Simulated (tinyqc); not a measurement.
# Which input was changed?

Model: pair-potential crystal by lattice sums. Computed by tinyqc, a small Python program. Command: `OMP_NUM_THREADS=1 python tinyqc.py 3005616 3005617 out.jsonl pairsum which`. One thread of a shared host (Intel(R) Xeon(R) Processor @ 2.30GHz), about 0.1 s of CPU time with the checks.

Energy per atom E = (1/2) sum over neighbours of phi(r); d is the nearest-neighbour distance.

Inputs (values chosen for the exercise, for model atoms):
```
quantity,value,unit
well depth eps,0.467,eV
pair minimum r0,2.46,angstrom
cut-off r_c/r0,2.03,-
stiffness alpha r0,7.7,-
```

Potential: Morse. Structure: fcc.

Constants: 1 eV/angstrom^3 = 160.2176634 GPa.

Method:
- phi0(r) = eps [exp(-2 alpha (r - r0)) - 2 exp(-alpha (r - r0))]; shifted-force cut-off: phi(r) = phi0(r) - phi0(r_c) - (r - r_c) phi0'(r_c) for r < r_c, zero beyond.
- Shells (distance in units of d, count): fcc 1.0000 (12), 1.4142 (6), 1.7321 (24), 2.0000 (12), 2.2361 (24), 2.4495 (8), 2.6458 (48), 2.8284 (6), 3.0000 (36), 3.1623 (24); hcp 1.0000 (12), 1.4142 (6), 1.6330 (2), 1.7321 (18), 1.9149 (12), 2.0000 (6), 2.2361 (12), 2.3805 (12), 2.4495 (6), 2.5166 (6), 2.5820 (12), 2.6458 (24), 2.7080 (6), 2.8868 (12), 3.0000 (12), 3.1091 (24), 3.1623 (12); bcc 1.0000 (8), 1.1547 (6), 1.6330 (12), 1.9149 (24), 2.0000 (8), 2.3094 (6), 2.5166 (24), 2.5820 (24), 2.8284 (24), 3.0000 (32); sc 1.0000 (6), 1.4142 (12), 1.7321 (8), 2.0000 (6), 2.2361 (24), 2.4495 (24), 2.8284 (12), 3.0000 (30), 3.1623 (24); diamond 1.0000 (4), 1.6330 (12), 1.9149 (12), 2.3094 (6), 2.5166 (12), 2.8284 (24), 3.0000 (16). Volumes per atom in d^3: fcc 0.70711, hcp 0.70711, bcc 0.76980, sc 1.00000, diamond 1.53960; hcp has the ideal c/a. Every shell inside the cut-off is summed.
- Equilibrium: dE/dd = 0 at the lowest minimum with d between 0.78 r0 and 1.45 r0; B = d^2 E''(d)/(9 Omega).
- Unrelaxed vacancy: removing an atom breaks its bonds (2|E|) and placing it on the surface returns |E|, so E_v = |E|.
- At zero stress C_ijkl = (1/(2 Omega)) sum (phi'' - phi'/r) R_i R_j R_k R_l / r^2 over all neighbours, on cube axes; so C44 = C12 (Cauchy relation). C' = (C11 - C12)/2.

Question. One of these inputs alone was changed, within the range given: well depth eps (0.2335 to 0.934); pair minimum r0 (1.23 to 4.92); cut-off r_c/r0 (1.5 to 2.7); stiffness alpha r0 (3.85 to 12). Which one, and to what value?

Results:
```
run,C11 (GPa),energy per atom (eV),equilibrium distance d (angstrom)
before,858.5239,-2.922216,2.447646
after,505.2973,-3.021602,2.418720
```

Answer.

Each candidate set to reproduce C11, and what it then gives:
```
candidate,range searched,value needed,energy per atom (eV),equilibrium distance d (angstrom)
well depth eps (eV),0.2335 to 0.934,0.2749,-1.7199,2.4476
pair minimum r0 (angstrom),1.23 to 4.92,2.935,-2.9222,2.9207
cut-off r_c/r0,1.5 to 2.7,out of reach,-,-
stiffness alpha r0,3.85 to 12,5.800,-3.0216,2.4187
```

Only stiffness alpha r0 fits every result: it went from 7.7 to 5.80. The next best candidate, pair minimum r0, misses one result by 21 %.
